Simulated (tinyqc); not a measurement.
# Resistance of a tapered via with liner, size effect and interface: via resistance against the diameter at the bottom

A round via whose diameter grows from db at the bottom as D(z) = db + 2 z/tan(ang). The fill, of diameter D - 2 tl, starts above the bottom liner (thickness fb tl) and has rho = rho0 (1 + ks lam/(D - 2 tl)); the sidewall liner conducts in parallel with it. The bottom liner and the interface are crossed over the full area pi db^2/4. Spreading in the lines above and below is left out.

Slices between z0 = fb tl and hv, evaluated at their midpoints: conductance per length pi/4 [(D - 2 tl)^2/rho + (D^2 - (D - 2 tl)^2)/rl], slice resistance = slice height over that. 2000 slices. R_fill = sum of the slices; R_bottom = rl fb tl/(pi db^2/4); R_interface = ri/(pi db^2/4); ballistic (Sharvin) limit 1/(Sb pi (db - 2 tl)^2/4); ideal cylinder rho0 hv/(pi db^2/4).

Values chosen for this exercise; fill metal close to molybdenum:
```
symbol,value,unit,meaning
hv,150,nm,height
ang,87,degrees,sidewall angle
rho0,5.38,uohm cm,bulk resistivity of the fill
lam,11.5,nm,mean free path of the fill
ks,1.3,,size-effect factor
tl,0.2,nm,liner on the sidewall
fb,0.5,,liner at the bottom over that on the sidewall
rl,360,uohm cm,resistivity of the liner
ri,6e-12,ohm cm^2,interface resistivity at the bottom
Sb,1.3e15,S/m^2,"ballistic conductance per area, about 3/(4 rho0 lam)"
```

Result of one run:
columns A: db (nm); B: R_fill (ohm); C: R_bottom (ohm); D: R_interface (ohm); E: R (ohm); F: ballistic limit (ohm); G: R over ideal cylinder; H: largest part
```
A      B      C      D      E      F       G     H
6  229.3  12.73  21.22  263.2  31.23  0.9223  fill
```

What becomes of these results when the diameter at the bottom db is changed from 6 to 30 nm, all else the same?

Result of the changed run:
columns A: db (nm); B: R_fill (ohm); C: R_bottom (ohm); D: R_interface (ohm); E: R (ohm); F: ballistic limit (ohm); G: R over ideal cylinder; H: largest part
```
A       B       C       D      E      F      G     H
30  10.84  0.5093  0.8488  12.20  1.118  1.068  fill
```

The whole series:
columns A: db (nm); B: R_fill (ohm); C: R_bottom (ohm); D: R_interface (ohm); E: R (ohm); F: ballistic limit (ohm); G: R over ideal cylinder; H: largest part
```
A        B        C       D      E       F       G     H
6    229.3    12.73   21.22  263.2   31.23  0.9223  fill
8.3  123.9    6.654   11.09  141.7   15.69  0.9499  fill
11   72.98    3.788   6.314  83.08   8.717  0.9784  fill
16   36.03    1.790   2.984  40.81   4.025   1.017  fill
22   19.67   0.9470   1.578  22.20   2.099   1.046  fill
30   10.84   0.5093  0.8488  12.20   1.118   1.068  fill
42   5.638   0.2598  0.4331  6.331  0.5660   1.087  fill
58   2.993   0.1363  0.2271  3.357  0.2952   1.099  fill
80   1.586  0.07162  0.1194  1.777  0.1546   1.107  fill
```

R falls from 263 to 1.78 ohm. The fill is the largest part at db = 6 and in all other rows. R goes as db^(-1.91) between the first two rows and db^(-1.98) between the last two; area alone gives -2.

tinyqc, about 0.01 s, one thread, Intel Xeon 2.30GHz (shared host): `OMP_NUM_THREADS=1 python tinyqc.py 2750102 2750103 out.jsonl`
